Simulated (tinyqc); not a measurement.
UKS/PBE in the sto-3g basis, for BeH, spin multiplicity 2, step by step. One step of it, computed by the program tinyqc.

Question. Iteration 2: building the Kohn-Sham matrix. J_ij = sum D_kl (ij|kl) with D = D(alpha) + D(beta); F = H + J + V_xc; E = tr D H + tr D J / 2 + E_xc + E_nn.

D(alpha) after iteration 1, lower triangle:
```
            1Be 1s     1Be 2s   1Be 2px   1Be 2py   1Be 2pz     2H 1s
1Be 1s    1.061814
1Be 2s   -0.222856   0.870470
1Be 2px   0.000000   0.000000  0.000000
1Be 2py   0.000000   0.000000  0.000000  0.000000
1Be 2pz   0.078163  -0.346595  0.000000  0.000000  0.464687
2H 1s    -0.064629   0.082999  0.000000  0.000000  0.290439  0.329314
```

D(beta) after iteration 1, lower triangle:
```
            1Be 1s    1Be 2s   1Be 2px   1Be 2py   1Be 2pz     2H 1s
1Be 1s    1.015534
1Be 2s   -0.051096  0.235903
1Be 2px   0.000000  0.000000  0.000000
1Be 2py   0.000000  0.000000  0.000000  0.000000
1Be 2pz  -0.053087  0.145210  0.000000  0.000000  0.089850
2H 1s    -0.112054  0.254976  0.000000  0.000000  0.158174  0.278805
```

core Hamiltonian H = T + V (hartree), lower triangle:
```
            1Be 1s     1Be 2s    1Be 2px    1Be 2py    1Be 2pz      2H 1s
1Be 1s   -8.288101
1Be 2s   -2.041509  -2.488742
1Be 2px   0.000000   0.000000  -1.978795
1Be 2py   0.000000   0.000000   0.000000  -1.978795
1Be 2pz  -0.020453  -0.158498   0.000000   0.000000  -2.104801
2H 1s    -0.668396  -1.306159   0.000000   0.000000  -1.308762  -2.131832
```

Two-electron integrals (ij|kl) in chemists' order, unique and non-zero (hartree):
```
(11|11) 2.298831   (21|11) 0.392036   (21|21) 0.079539   (22|11) 0.570988
(22|21) 0.143041   (22|22) 0.417683   (31|31) 0.014607   (32|31) 0.021888
(32|32) 0.092265   (33|11) 0.569578   (33|21) 0.143083   (33|22) 0.417589
(33|33) 0.449859   (41|41) 0.014607   (42|41) 0.021888   (42|42) 0.092265
(43|43) 0.024249   (44|11) 0.569578   (44|21) 0.143083   (44|22) 0.417589
(44|33) 0.401360   (44|44) 0.449859   (51|51) 0.014607   (52|51) 0.021888
(52|52) 0.092265   (53|53) 0.024249   (54|54) 0.024249   (55|11) 0.569578
(55|21) 0.143083   (55|22) 0.417589   (55|33) 0.401360   (55|44) 0.401360
(55|55) 0.449859   (61|11) 0.125296   (61|21) 0.025375   (61|22) 0.045866
(61|33) 0.045527   (61|44) 0.045527   (61|51) 0.002305   (61|52) 0.004255
(61|55) 0.046569   (61|61) 0.008509   (62|11) 0.251786   (62|21) 0.063720
(62|22) 0.196667   (62|33) 0.189848   (62|44) 0.189848   (62|51) 0.008392
(62|52) 0.047242   (62|55) 0.210131   (62|61) 0.022397   (62|62) 0.128222
(63|31) 0.006468   (63|32) 0.028596   (63|53) 0.008638   (63|63) 0.013344
(64|41) 0.006468   (64|42) 0.028596   (64|54) 0.008638   (64|64) 0.013344
(65|11) 0.252792   (65|21) 0.064858   (65|22) 0.210151   (65|33) 0.197804
(65|44) 0.197804   (65|51) 0.013877   (65|52) 0.074371   (65|55) 0.234624
(65|61) 0.024076   (65|62) 0.157165   (65|65) 0.201469   (66|11) 0.415470
(66|21) 0.107144   (66|22) 0.365530   (66|33) 0.339230   (66|44) 0.339230
(66|51) 0.018255   (66|52) 0.125852   (66|55) 0.417796   (66|61) 0.039075
(66|62) 0.291128   (66|65) 0.381853   (66|66) 0.774606
```

nuclear repulsion = 1.68393703 hartree

V_xc(alpha) (hartree), lower triangle:
```
            1Be 1s     1Be 2s    1Be 2px    1Be 2py    1Be 2pz      2H 1s
1Be 1s   -1.489131
1Be 2s   -0.213901  -0.336101
1Be 2px   0.000000   0.000000  -0.307601
1Be 2py   0.000000   0.000000   0.000000  -0.307601
1Be 2pz   0.001462  -0.005235   0.000000   0.000000  -0.383649
2H 1s    -0.069523  -0.191742   0.000000   0.000000  -0.225676  -0.460920
```

V_xc(beta) (hartree), lower triangle:
```
            1Be 1s     1Be 2s    1Be 2px    1Be 2py    1Be 2pz      2H 1s
1Be 1s   -1.475459
1Be 2s   -0.208673  -0.279985
1Be 2px   0.000000   0.000000  -0.264916
1Be 2py   0.000000   0.000000   0.000000  -0.264916
1Be 2pz  -0.003450  -0.067702   0.000000   0.000000  -0.302285
2H 1s    -0.068587  -0.185883   0.000000   0.000000  -0.225359  -0.449585
```

E_xc = sum of w rho eps_xc = -3.21929623 hartree

Give: Coulomb J; F(alpha); F(beta); total energy of this density.

Answer.

Coulomb J (hartree), lower triangle:
```
         1Be 1s  1Be 2s  1Be 2px  1Be 2py  1Be 2pz   2H 1s
1Be 1s   6.1136
1Be 2s   1.1659  2.3290
1Be 2px  0.0000  0.0000   2.2854
1Be 2py  0.0000  0.0000   0.0000   2.2854
1Be 2pz  0.0203  0.1376   0.0000   0.0000   2.4065
2H 1s    0.3788  1.2005   0.0000   0.0000   1.3337  2.3873
```

F(alpha) (hartree), lower triangle:
```
          1Be 1s   1Be 2s  1Be 2px  1Be 2py  1Be 2pz    2H 1s
1Be 1s   -3.6636
1Be 2s   -1.0895  -0.4958
1Be 2px   0.0000   0.0000  -0.0010
1Be 2py   0.0000   0.0000   0.0000  -0.0010
1Be 2pz   0.0013  -0.0261   0.0000   0.0000  -0.0820
2H 1s    -0.3591  -0.2975   0.0000   0.0000  -0.2008  -0.2054
```

F(beta) (hartree), lower triangle:
```
          1Be 1s   1Be 2s  1Be 2px  1Be 2py  1Be 2pz    2H 1s
1Be 1s   -3.6499
1Be 2s   -1.0843  -0.4397
1Be 2px   0.0000   0.0000   0.0417
1Be 2py   0.0000   0.0000   0.0000   0.0417
1Be 2pz  -0.0036  -0.0886   0.0000   0.0000  -0.0006
2H 1s    -0.3581  -0.2916   0.0000   0.0000  -0.2005  -0.1941
```

total energy of this density = -14.987238 hartree
